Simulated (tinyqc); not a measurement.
Effective-mass impurity with a central-cell term, in a basis of Slater functions: one step, computed by the program tinyqc.

The envelope obeys H = -nabla^2 - (2/r) [Z + A exp(-kappa r)] in effective units, with kappa = a*/lambda; positive A deepens the well near the core.

Problem. Generalised eigenproblem. (T + V + W) c = E S c with c^T S c = 1 and the largest component positive.

Impurity: donor, one isotropic band.

kinetic T (Ry*):
```
           1          2          3          4
1     0.1764  0.3464505  0.3382602  0.2341693
2  0.3464505   1.695204   3.329390   3.250680
3  0.3382602   3.329390   16.29091   31.99543
4  0.2341693   3.250680   31.99543   156.5556
```

Coulomb V (Ry*):
```
            1          2           3           4
1       -0.84  -1.090973  -0.8891880  -0.5762611
2   -1.090973     -2.604   -3.382017   -2.756483
3  -0.8891880  -3.382017     -8.0724   -10.48425
4  -0.5762611  -2.756483   -10.48425   -25.02444
```

central cell W (Ry*):
```
             1           2           3          4
1  0.002019487  0.01085346  0.05650886  0.2682481
2   0.01085346  0.05833735   0.3038435   1.443801
3   0.05650886   0.3038435    1.584231   7.550790
4    0.2682481    1.443801    7.550790   36.29978
```

overlap S:
```
          1         2         3         4
1  1.000000  0.633550  0.199540  0.044560
2  0.633550  1.000000  0.633550  0.199540
3  0.199540  0.633550  1.000000  0.633550
4  0.044560  0.199540  0.633550  1.000000
```

Give: two lowest levels; coefficients of the lowest state; <T>; <W>.

Solution.

two lowest levels (Ry*): -0.9563  -0.1366

coefficients of the lowest state: 0.2970  0.8158  -0.0551  -0.0006

<T> = 1.050 Ry*

<W> = 0.01899 Ry*
